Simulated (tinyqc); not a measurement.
Bloch-Grueneisen resistivity of a metal: one step, computed by the program tinyqc.

Electrons scatter from a Debye spectrum of phonons (n = 5 for scattering within one band, n = 3 for scattering into a second, heavy band) and from static defects.

Question. The integral and the phonon part. J_n(y) = int_0^y x^n e^x/(e^x - 1)^2 dx, by 96 Gauss-Legendre points (upper limit at most 60). rho_ph = (n - 1) rho_1 (T/Theta)^n J_n(Theta/T), with rho_1 = 2 pi lambda_tr k_B Theta/(hbar eps_0 w_p^2), the high-temperature line at T = Theta.

Inputs (values chosen for the exercise, modelled on cobalt): exponent n = 5; Debye temperature Theta = 400 K; temperature T = 600 K.

Addition: T^2 term.

rho_1 = 8.249128 microohm cm

Give: Theta/T; J_n; phonon resistivity rho_ph.

Answer.

Theta/T = 0.66667

J_n = 0.048183

phonon resistivity rho_ph = 12.073 microohm cm

This is 97.6 % of the straight line rho_1 T/Theta.
